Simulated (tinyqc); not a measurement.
Averaged masses of warped heavy- and light-hole bands: one step. Effective density of states. Three cases, with inputs chosen for the exercise.

Task: Nv = 2 (kT/(4 pi c))^(3/2) [m_h^(3/2) + m_l^(3/2) + mso^(3/2) exp(-Dso/kT)], c = hbar^2/2m0, parabolic bands, m_h and m_l the density-of-states masses from the grid; 1 angstrom^-3 = 1e24 cm^-3.

Constants: kB = 8.617333262e-05 eV/K; hbar^2/2m0 = 3.80998211 eV angstrom^2.

Give: prefactor; the three terms; Nv; shares.

Case 1.

Values chosen (out of a larger set: near those of GaAs; not measured data): mso = 0.168 m0 (split-off mass); Dso = 0.339 eV (spin-orbit splitting); T = 300 K (temperature).

m_d heavy, light (m0): [0.607280, 0.082029]

Result:

prefactor = 2.5094e+19 cm^-3

the three terms: [0.47324, 0.02349, 0.00000]

Nv = 1.247e+19 cm^-3

shares (%): [95.3, 4.7, 0.0]

kT/Dso = 0.08, small enough for the four-band form.

Case 2.

Values chosen (out of a larger set: near those of GaAs; not measured data): mso = 0.168 m0 (split-off mass); Dso = 0.356 eV (spin-orbit splitting); T = 300 K (temperature).

m_d heavy, light (m0): [0.596772, 0.081888]

Result:

prefactor = 2.5094e+19 cm^-3

the three terms: [0.46101, 0.02343, 0.00000]

Nv = 1.216e+19 cm^-3

shares (%): [95.2, 4.8, 0.0]

kT/Dso = 0.07, small enough for the four-band form.

Case 3.

Values chosen (out of a larger set: near those of Si; not measured data): mso = 0.235 m0 (split-off mass); Dso = 0.044 eV (spin-orbit splitting); T = 400 K (temperature).

m_d heavy, light (m0): [0.521538, 0.155084]

Result:

prefactor = 3.8635e+19 cm^-3

the three terms: [0.37664, 0.06107, 0.03179]

Nv = 1.814e+19 cm^-3

shares (%): [80.2, 13.0, 6.8]

kT/Dso = 0.78: thermal holes reach energies comparable with Dso, where the four-band form fails and the true Nv is larger.

Computed by tinyqc, one run a case: `OMP_NUM_THREADS=1 python tinyqc.py N N+1 out.jsonl` with N = 1051483, 1080232, 1080287; one thread of a shared Intel(R) Xeon(R) Processor @ 2.30GHz, about 0.03 s a run at most.
